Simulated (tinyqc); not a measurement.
Do the excited 1s states matter for ionisation? Model: valley-orbit splitting of a donor ground state, with strain. Computed by tinyqc, a small Python program. Command: `OMP_NUM_THREADS=1 python tinyqc.py 3023910 3023911 out.jsonl valleyorbit walk`. One thread of a shared host (Intel(R) Xeon(R) Processor @ 2.30GHz), about 0.01 s of CPU time with the checks.

The basis is the 1s envelope in each valley; energies are counted from the unstrained conduction-band edge. The strain is e_s (a a^T - 1/3) for the unit stress axis a, so valley j along n_j moves by Xi_u e_s w_j with w_j = (n_j.a)^2 - 1/3: +1/6 for x and y, -1/3 for z. The splitting at the zone boundary that a [110] shear adds for <100> valleys is left out.

Inputs (values chosen for the exercise, modelled on donors in silicon):
```
quantity,value,unit
single-valley binding energy E_0,31.9,meV
central-cell shift Lambda,5.39,meV
coupling Delta_1,1.84,meV
coupling Delta_2,1.21,meV
shear deformation potential Xi_u,8.32,eV
donor density N_D,9e+17,cm^-3
density-of-states mass of one valley m_e,0.333,m_0
```

Valleys: six along <100>. Stress axis: [110].

Constants: k_B = 8.617333262e-05 eV/K; m_0 = 9.1093837015e-31 kg; k_B = 1.380649e-23 J/K; h = 6.62607015e-34 J s.

Method:
- By symmetry: E(A1) = E_0 + Lambda + 4 Delta_1 + Delta_2 (one state), E(T2) = E_0 + Lambda - Delta_2 (three), E(E) = E_0 + Lambda - 2 Delta_1 + Delta_2 (two), as binding energies.
- H_jj = -(E_0 + Lambda) + Xi_u e_s w_j; H_jk = -Delta_2 between opposite valleys and -Delta_1 between perpendicular ones.
- z = sum over levels of exp(-(E - E_ground)/k_B T), the ground-state share being 1/z; N_c = 2 (2 pi m_e k_B T/h^2)^(3/2) sum_j exp(-(shift_j - lowest shift)/k_B T); n1 = N_c/(2 z) exp(-binding/k_B T), binding = lowest shift - E_ground; without compensation n = 2 N_D/(1 + sqrt(1 + 4 N_D/n1)) (Boltzmann statistics; p and higher states left out).
- No strain here. The last two columns set z = 1, with the A1 depth, or use one level at E_0 with z equal to the number of valleys.

E(A1) = 45.86 meV

Ionised share:
```
T (K),z,all 1s states,ground state alone,no splitting
27,1.0622,3.3539e-05,3.4566e-05,2.8340e-04
44,1.3362,1.9410e-03,2.2434e-03,5.7618e-03
67,1.8469,1.7899e-02,2.4246e-02,3.3010e-02
97,2.4649,6.8035e-02,1.0469e-01,9.8836e-02
130,2.9996,1.4743e-01,2.4092e-01,1.8951e-01
210,3.8341,3.5456e-01,5.6798e-01,4.0141e-01
350,4.5561,6.1315e-01,8.4046e-01,6.4506e-01
```

What does the comparison show, and why?

z grows from 1.062 to 4.56 of at most 6. Leaving out the excited states overstates the ionised share by up to 63.4 % (at 130 K); ignoring the splitting misses by a factor 8.45 at the lowest T and 1.05 at the highest.

Extremes, crossings and ranges named in words are read from the listed rows.
